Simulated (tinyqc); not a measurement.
# Epitaxial growth on a vicinal surface: Burton-Cabrera-Frank step flow, step-edge barrier and island nucleation, step by step

A worked calculation. Computed by tinyqc, a small Python program that keeps every step. Command: `OMP_NUM_THREADS=1 python tinyqc.py 3010828 3010829 out.jsonl stepflow walk`. One thread of a shared host (Intel(R) Xeon(R) Processor @ 2.30GHz), about 0.01 s of CPU time with the checks. Intermediate numbers are printed to about 7 digits and carried at full precision; extremes and crossings named in words are read from the listed rows.

Adatoms land at rate F, hop on a square grid (a simplification for hexagonal faces), desorb, or join steps. Lengths are in units of a and n is the adatom coverage. Steps ascend at x = 0 and descend at x = l.

Inputs (values chosen for the exercise, close to those used for Si(001)):

| quantity | value | unit |
|---|---|---|
| site spacing a | 3.84 | angstrom |
| step height h | 1.36 | angstrom |
| diffusion barrier E_d | 0.738 | eV |
| desorption energy E_a | 2.87 | eV |
| adatom formation energy E_f | 1.37 | eV |
| step-edge barrier E_s | 0 | eV |
| attempt frequency nu | 10 | THz |
| deposition rate F | 0.3 | layers/s |
| miscut angle | 8 | degrees |
| temperature T | 790 | C |
| critical nucleus size i | 3 | - |
| binding energy of the critical nucleus E_i | 0.89 | eV |

Constants: k_B = 8.617333262e-05 eV/K.

## Scales

D = nu exp(-E_d/(k_B T)) (a^2/s, nu counted per direction); tau = exp(E_a/(k_B T))/nu; x_s = sqrt(D tau); n_eq = exp(-E_f/(k_B T)); terrace width l = h/(a tan(miscut)); Schwoebel length l_s = exp(E_s/(k_B T)) - 1. Temperatures in kelvin are T(C) + 273.15.

D = 3.173727e+09 a^2/s

lifetime tau = 4.027237 s

diffusion length x_s = 113054.6 a

equilibrium coverage n_eq = 3.203493e-07

terrace width l = 2.520027 a

Schwoebel length l_s = 0 a

l/x_s = 2.23e-5: nearly every adatom reaches a step.

## Terrace solution

D n'' - n/tau + F = 0 with n(0) = n_eq and -l_s n'(l) = n(l) - n_eq. With u = n - F tau, A = n_eq - F tau, y = l/x_s, s = l_s/x_s: u = A cosh(x/x_s) + B sinh(x/x_s), B = A (1 - cosh y - s sinh y)/(sinh y + s cosh y). Flux into the ascending step J+ = D B/x_s, over the descending one J- = -(D/x_s)(A sinh y + B cosh y); step velocity J+ + J-; growth rate (J+ + J-)/l. For small y: J+ + J- = (F - n_eq/tau) l, J-/J+ = l/(l + 2 l_s). The coverage peaks where n' = 0, tanh(x/x_s) = -B/A.

J+ = 0.3780039 atoms per step site and s

J- = 0.3780039 atoms per step site and s

growth rate = 0.2999999 layers/s

peak coverage = 3.204243e-07

position of the peak = 1.260013 a

2.7e-5 % of the flux desorbs; even closely spaced steps lose n_eq/tau, 2.7e-5 % of F. The ascending step takes 50.0 %, half, as there is no barrier. Caution: terraces under ten sites wide are at the edge of a continuum description.

## Step flow or islands

Island density on a flat surface without desorption: N = 0.25 (F/D)^(i/(i+2)) exp(E_i/((i+2) k_B T)) per site, with E_i = 0 for i = 1; spacing l_n = N^(-1/2). Step flow needs an effective width l_eff = 2 x(peak) below l_n.

island density N on a flat surface = 1.686809e-06 per site

island spacing l_n = 769.9580 a

ratio l_eff/l_n = 0.003272940

Steps capture adatoms before they meet: step flow. Caution: the prefactor 0.25 and the criterion are estimates, good to a factor of about two in length.

## Growth mode over temperature

x(peak) solves tanh(x/x_s) = -B/A. Rows where evaporation outweighs deposition are left out.

Scales:

| T (C) | x_s (a) | l_s (a) | incorporated share | l_n (a) | l_eff/l_n |
|---|---|---|---|---|---|
| 590 | 1675649 | 0 | 1.0000000 | 351.175 | 0.007175985 |
| 640 | 764495 | 0 | 1.0000000 | 441.327 | 0.005710107 |
| 690 | 378400 | 0 | 1.0000000 | 541.620 | 0.004652757 |
| 740 | 200758 | 0 | 1.0000000 | 651.404 | 0.003868606 |
| 790 | 113055 | 0 | 0.9999997 | 769.958 | 0.003272940 |
| 840 | 67036 | 0 | 0.9999979 | 896.520 | 0.002810899 |
| 890 | 41576 | 0 | 0.9999858 | 1030.316 | 0.002445876 |
| 940 | 26821 | 0 | 0.9999190 | 1170.582 | 0.002152799 |
| 990 | 17913 | 0 | 0.9995964 | 1316.571 | 0.001914083 |

The ratio stays below 1: step flow in every row. Incorporation goes from 100.0 % to 100.0 %.

Checks made by the program: growth rate against F minus desorption, from a numerical solution (relative difference below 1e-10).
